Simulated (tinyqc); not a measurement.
In-plane mass from two subband densities.

Problem. At zero temperature each occupied subband holds N_k = D (EF - E_k), D = md m0 q/(pi hbar^2) per eV. Two subbands are occupied. Find md, EF - E1 and EF - E2.

Constants: q = 1.602176634e-19 C, hbar = 1.054571817e-34 J s, m0 = 9.1093837015e-31 kg. Results are converted to the units shown.

N1, N2 (cm^-2): 8.2279182e11  6.1e10
E2 - E1 = 27.3 meV

Solution. N1 - N2 = D (E2 - E1) gives D and so md; each N_k/D is a distance to EF.

md = 0.06680 m0
EF - E1 = 29.49 meV
EF - E2 = 2.186 meV

Numbers from tinyqc (`OMP_NUM_THREADS=1 python tinyqc.py 2140036 2140037 out.jsonl`; about 0.5 s on one thread of a shared Intel Xeon 2.30GHz).
